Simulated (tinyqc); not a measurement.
# Ballistic Schottky-barrier transistor with a one-dimensional channel, WKB contacts: effects of single changes

Source Fermi level 0, drain Fermi level -Vd. Far from the contacts Ec = pn - psi, and the gate moves psi one to one; the band edges relax as exp(-x/lam) from pn at the source and pn - Vd at the drain; Ev = Ec - Eg. A carrier of energy w inside the channel band meets at a contact a barrier of height D (the contact edge beyond the channel edge): T = 1 for w >= D, else exp(-S), S = 4 lam sqrt(m/C) [sqrt(D - w) - sqrt(w) arctan sqrt((D - w)/w)], C = hbar^2/(2 m0). The two contacts combine as Ts Td/(Ts + Td - Ts Td).

Parameters, values chosen for the exercise; channel values close to those of a germanium nanowire: temperature T = 300 K; band gap Eg = 0.66 eV; barrier for electrons at both contacts pn = 0.5 eV; electron mass mn = 0.12 m0; hole mass mp = 0.15 m0; valleys or subbands g = 2; screening length at the contacts lam = 3 nm; drain bias Vd = 0.5 V; band shift psi of the channel by the gate ps = -0.11 V.

Constants: q = 1.602176634e-19 C, kB = 1.380649e-23 J/K, hbar = 1.054571817e-34 J s, h = 6.62607015e-34 J s, m0 = 9.1093837015e-31 kg, Vt = kB T/q, hbar^2/(2 m0) = 0.0380998212 eV nm^2. Results are converted to the units shown.

Each table varies one quantity; the others keep the values above.

## Ambipolar transfer curve

I = g (2 q^2/h) int T(w) [f(Es + w) - f(Ed + w)] dw, f(y) = 1/(1 + exp(y/Vt)). Electrons: Ds = psi, Dd = psi - Vd, Es = Ec, Ed = Ec + Vd. Holes: Ds = -psi, Dd = Vd - psi, Es = -Ev, Ed = -Ev - Vd. The size of each current is taken; both flow from drain to source and add. The integrals are converged. Swing = d(psi)/d(log10 I).

Results:
```
ps (V)  electrons (uA)  holes (uA)    I (uA)  swing (mV/decade)
-0.13        1.045e-10       5.720     5.720             -775.4
-0.04         3.397e-9       4.232     4.232             -608.7
0.04          3.896e-8       3.002     3.002             -472.3
0.21          1.169e-6      0.9231    0.9231             -233.5
0.29          6.922e-6      0.3525    0.3525             -159.8
0.37          4.553e-5     0.09521   0.09526             -130.9
0.46          4.154e-4     0.01917   0.01959             -132.2
0.54          0.002833    0.001749  0.004581              -2508
0.62           0.01376    7.924e-5   0.01384              137.5
0.71           0.05066    2.438e-6   0.05067              188.6
0.79            0.1191    1.104e-7    0.1191              246.4
```

Estimate the missing row, ps = 0.12 V.

Computed row:
```
ps (V)  electrons (uA)  holes (uA)  I (uA)  swing (mV/decade)
0.12          1.829e-7       1.908   1.908             -349.6
```

With this row back in the table: I goes from 5.72 through a minimum of 0.00458 (at ps = 0.54 V among the rows listed) to 0.119 uA; the exact minimum lies at psi = 0.541 V. Holes carry the left branch and electrons the right. The ratio of the last row to the smallest is 26.0 and of the first row 1250, with barriers of 0.5 eV for electrons and 0.160 eV for holes. The steepest swing among the rows is 131 mV/decade, against the thermionic limit 59.5.

## Barrier height from the temperature dependence

Same model as above.

The apparent barrier is -d ln(I_e/T^1)/d(q/kB T), taken between T - 10 K and T + 10 K for the electron current.

Barrier height from the temperature dependence:
```
ps (V)  electrons (uA)  Ec (eV)  apparent barrier (eV)
-0.25         1.01e-12    0.750                  0.750
-0.18         1.51e-11    0.680                  0.680
-0.11         2.27e-10    0.610                  0.610
-0.04          3.40e-9    0.540                  0.540
0              1.60e-8    0.500                  0.500
0.1            1.24e-7    0.400                  0.436
0.17           5.02e-7    0.330                  0.385
0.24           2.25e-6    0.260                  0.328
0.31           1.10e-5    0.190                  0.268
0.38           5.80e-5    0.120                  0.205
0.45           3.24e-4    0.050                  0.141
```

Read the table: what changes, and by how much?

For psi < 0 the channel edge is the highest point, and the apparent barrier follows Ec one to one (0.750 eV against 0.750). At flat band it is 0.500 eV (psi = 0 V), near pn = 0.5 eV. Beyond, the top stays at pn but tunnelling lowers the apparent value to 0.141 eV in the last row, so only the point where the line bends gives the true barrier.

## Effect of the screening length

Same model as above.

Effect of the screening length:
```
lam (nm)  current of the holes (uA)  share over the barriers (%)  |d psi/d log10| of this current (mV/decade)
0.5                           33.20                      0.02473                                         1115
1.6                           12.33                      0.06658                                        892.8
2.6                           6.643                       0.1236                                        772.8
3.7                           3.852                       0.2131                                        687.1
4.8                           2.432                       0.3376                                        630.4
5.9                           1.629                       0.5042                                        592.0
6.9                           1.177                       0.6978                                        568.0
8                            0.8527                       0.9629                                        550.3
```

What does the comparison show?

The current falls from 33.2 to 0.853 uA, while the share over the barriers rises from 0.0247 to 0.963 %: the thermionic part does not depend on lam, and a thinner barrier adds tunnelling. The swing falls from 1110 to 550 mV/decade.

Range of the model: No scattering, image-force lowering, channel charge or band-to-band tunnelling; parabolic kappa overstates S deep in the gap.

tinyqc, about 0.05 s, one thread, Intel Xeon 2.30GHz (shared host): `OMP_NUM_THREADS=1 python tinyqc.py 2390071 2390072 out.jsonl`
